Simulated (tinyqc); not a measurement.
Schottky barrier on an n-type semiconductor with a doping step, non-linear Poisson equation by Newton steps: one step of the calculation.

One dimension, metal at x = 0, donor density C(x) = N1 for x < x1 and Nd beyond. Energies are counted from the electron Fermi level of the semiconductor and the conduction-band edge is Ec = -psi, so n = Nc exp(psi/Vt); holes follow the Fermi level of the metal, at -V, so p = Nv exp((V - psi - Eg)/Vt). Ends: psi(0) = V - phiB and psi = Vt ln(Nd/Nc) deep inside. Boltzmann statistics, full ionisation, no current, no image force in the Poisson equation.

Task. Newton step. Solve the tridiagonal system a_(i-1) d_(i-1) + b_i d_i + a_i d_(i+1) = -F_i for nodes 1 to 8, with d = 0 on fixed nodes. Each component d is damped to sign(d) Vt ln(1 + |d|/Vt) before it is added.

Inputs (values chosen for the exercise):
- T = 400 K (temperature)

Constants: q = 1.602176634e-19 C, kB = 1.380649e-23 J/K, Vt = kB T/q. Results are converted to the units shown.

coupling a_i, interval 0 to 8 (F/cm^2): [1.2898693e-6, 1.0344497e-6, 8.2267257e-7, 6.6126213e-7, 5.2767382e-7, 4.2299359e-7, 3.3921888e-7, 2.6789594e-7, 2.1766545e-7]

```
node  diagonal b (F/cm^2)  residual F (C/cm^2)
1           -2.3244221e-6        -2.3476735e-8
2           -1.8629858e-6        -2.9608454e-8
3           -1.6974648e-6        -4.4118178e-8
4           -2.9565279e-6        -8.3013358e-8
5           -3.3293438e-6        -1.3419977e-9
6           -3.7288763e-6        4.7798830e-17
7           -4.3381623e-6        6.0114565e-17
8           -5.1360074e-6        7.4927896e-17
```

psi at the start, node 0 to 9 (V): [-0.63000000, -0.49730475, -0.36426204, -0.24803486, -0.18284804, -0.18030481, -0.18030481, -0.18030481, -0.18030481, -0.18030481]

Wanted: Newton step d, before damping; psi after iteration 1.

Result.

Newton step d, before damping, node 1 to 8 (V): [-0.044125, -0.076454, -0.081660, -0.047787, -0.008094, -0.000925, -0.000073, -0.000004]
psi after iteration 1, node 0 to 9 (V): [-0.63000, -0.52572, -0.40455, -0.28990, -0.21283, -0.18758, -0.18122, -0.18038, -0.18031, -0.18030]

Program tinyqc, `OMP_NUM_THREADS=1 python tinyqc.py 2020079 2020080 out.jsonl`; Intel Xeon 2.30GHz, shared host, one thread, about 0.06 s.
